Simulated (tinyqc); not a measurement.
Worked calculation: heavy doping: gap narrowing, degeneracy and the minority density. Values are carried at full precision from step to step, so a last printed digit may differ when a step is redone from the rounded ones.

Empirical narrowing (Slotboom form, constants chosen for the exercise; published fits of this form give the apparent narrowing, here it is taken as the true one): dEg = E0 [ln(N/N0) + sqrt(ln(N/N0)^2 + C)].

Constants: kB = 8.617333262e-05 eV/K; e^2/(4 pi eps0) = 14.39964547 eV angstrom.

Values chosen for the exercise (gap and densities of states near those of Si at this temperature; narrowing constants near the fits for Si; shifted at random, so the results belong to these values and not to a real crystal):
- N = 8.3e+18 1/cm^3 (ionised acceptors, equal to the majority density)
- E0 = 7.45 meV (narrowing scale)
- N0 = 1.5e+17 1/cm^3 (onset density)
- C = 0.5 (smoothing constant)
- Nv = 1.39e+19 1/cm^3 (valence-band density of states)
- Eg = 1.102 eV (gap)
- Nc = 3.41e+19 1/cm^3 (conduction-band density of states)
- T = 350 K
- eps = 12.1 (dielectric constant)
- Mv = 1 (majority valleys)

## Gap narrowing

Evaluate at N.

ln(N/N0) = 4.0134
dEg (empirical fit) = 60.26 meV

Well above N0 each decade of doping adds 2 E0 ln 10 = 34.3 meV.

## Degeneracy of the majority band

F_j(eta) = (1/Gamma(j + 1)) integral_0^infinity x^j dx/(1 + exp(x - eta)), which tends to exp(eta) for eta << 0.

Majority: N = Nv F_1/2(eta), eta the distance of EF beyond the majority band edge in kT. Degeneracy factor gam = F_1/2(eta)/exp(eta). ni0^2 = Nc Nv exp(-Eg/kT); product n p = ni0^2 gam exp(dEg/kT), dEg the true narrowing; apparent narrowing dEa = dEg + kT ln gam; minority density = n p/N.

Solve for eta and form gam.

N/Nv = 0.5971
eta = -0.3063
gam = 0.8111

## Product and minority density

Combine both effects.

ni0 = 2.53e+11 1/cm^3
exp(dEg/kT) = 7.37
dEa = 53.9 meV
sqrt(n p) = 6.20e+11 1/cm^3
minority density = 4.63e+04 1/cm^3

Narrowing multiplies the product by 7.37 and degeneracy by 0.811; together they change the minority density by a factor 5.98 against ni0^2/N.

## Two estimates of the size

Two physical estimates, e2 = e^2/(4 pi eps0), N in 1/angstrom^3: exchange shift at the Fermi level, Ex = (e2/eps) kF/pi with kF = (3 pi^2 N/Mv)^(1/3); screened-pair energy (Lanyon-Tuft), Es = (3/4)(e2/eps) qs with qs^2 = (4 pi e2 N/(eps kT)) F_-1/2(eta)/F_1/2(eta).

Evaluate both at N.

kF = 0.06264 1/angstrom
Ex = 23.73 meV
Es = 52.10 meV

Against the fitted dEg = 60.3 meV, Ex is 0.39 and Es 0.86 times as large; each keeps one mechanism only, and Ex assumes a strongly degenerate gas, while here eta is only -0.31.

## Checks

- Minority density against the Boltzmann occupation of the other band at the narrowed gap (1/cm^3): both 4.628e+04.

tinyqc: `OMP_NUM_THREADS=1 python tinyqc.py 1680031 1680032 out.jsonl`; about 0.01 s, one thread, shared Intel(R) Xeon(R) Processor @ 2.30GHz.
